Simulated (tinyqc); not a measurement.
UHF in the sto-3g basis, for Be+, spin multiplicity 2, step by step. This run ends on a higher stationary point, not on the lowest solution. Computed by tinyqc, a small Python program that keeps every step (integrals from PySCF). Settings: charge = 1, multiplicity = 2, basis = sto-3g, energy threshold = 1e-09, iteration cap = 63, orthogonalisation = symmetric, start = Wolfsberg-Helmholz matrix, DIIS depth = 3, shift = 1.0, method = UHF. Command: `OMP_NUM_THREADS=1 python tinyqc.py 22885 22886 out.jsonl` (the two numbers bound the seeds that draw the settings). One thread of a shared host (Intel(R) Xeon(R) Processor @ 2.60GHz), about 0.07 s of CPU time with the checks.

Geometry (angstrom):
```
atom        x        y        z
Be    0.00000  0.00000  0.00000
```

Stop when the energy changes by less than 1e-09 hartree and every element of the error matrix X^T (F D S - S D F) X (for each spin) is below 9e-06.

Course of the cycle:
```
iteration  E (hartree)     change  largest element of the error matrix
1          -13.9501160          -                             5.37e-02
2          -13.9509720  -8.56e-04                             1.37e-02
3          -13.9510279  -5.59e-05                             2.41e-03
4          -13.9510297  -1.71e-06                             4.18e-04
5          -13.9510297  -5.17e-08                             7.25e-05
6          -13.9510297  -1.56e-09                             1.26e-05
7          -13.9510297  -4.73e-11                             2.18e-06
```

Can the last value be used, and what does the course show?

No, though the log alone does not show it. Converged in 7 iterations. But the solution lies 0.14681 hartree above the reference: it is another stationary point, not the lowest one. Reruns (cap 100 unless said): DIIS 8: converged in 5 to a higher stationary point; damping 0.5: converged in 22 to a higher stationary point; level shift 0.5: converged in 7 to a higher stationary point; atomic densities as start, DIIS 8: converged in 5. PySCF UHF in the same basis, after a stability check = -14.0978428 hartree.
